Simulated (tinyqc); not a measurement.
Input admittance of a MOSFET at zero drain bias: distributed channel and distributed gate: one step of the calculation.

Source and drain grounded, strong inversion, w = 2 pi f, Cox = eps0 eox/tox. The channel is an RC line of resistance 1/(mu Cox Vo) per square fed from both ends, so one finger has the intrinsic admittance y = i w Cox L tanh(g)/g per width, g = (1/2) sqrt(i w tau), tau = L^2/(mu Vo). The vertical resistance rv/L is in series with y, the overlaps 2 i w Cov in parallel: y_t = 1/(1/y + rv/L) + 2 i w Cov. The gate strip is a line of Rsh/L per length loaded by y_t, so a finger has Y = y_t Wf tanh(k)/k, k = (Wf/sd) sqrt(y_t Rsh/L); the device has Nf Y.

Problem. Low-frequency resistances and capacitance. Low-frequency limits, with c = Cox L and ct = c + 2 Cov: R_strip = Rsh Wf/(3 sd^2 L Nf), R_ch = (c/ct)^2 L/(12 mu Cox Vo Wf Nf), R_vert = (c/ct)^2 rv/(L Wf Nf), C = ct Wf Nf.

Inputs (values chosen for the exercise); values of the order met in silicon radio-frequency transistors:
```
symbol  value        unit                                                                 meaning
eox      7.53              relative permittivity of the gate insulator (close to silicon nitride)
tox        12          nm                                                     insulator thickness
L        0.65          um                                                          channel length
Wf       0.66          um                                                            finger width
Nf         16                                                                   number of fingers
mu        120  cm^2/(V s)                                                        channel mobility
Vo       0.34           V                                                          gate overdrive
Rsh        39  ohm/square                                            sheet resistance of the gate
rv          0    ohm um^2                                  vertical resistivity of the gate stack
sd          1                                       number of ends at which a finger is contacted
Cov      0.33       fF/um                             overlap and fringe capacitance on each side
```

Constants: eps0 = 8.8541878128e-14 F/cm where lengths are in cm. Results are converted to the units shown.

Give: parts; sum; C; 1/(2 pi R C).

Solution.

parts (ohm): strip 0.82500, channel 161.75, vertical 0
sum = 162.58 ohm
C = 45.106 fF
1/(2 pi R C) = 21.703 GHz

The channel term is the largest, 99.5 % of the sum.

Program tinyqc, `OMP_NUM_THREADS=1 python tinyqc.py 2262125 2262126 out.jsonl`; Intel Xeon 2.30GHz, shared host, one thread, about 0.01 s.
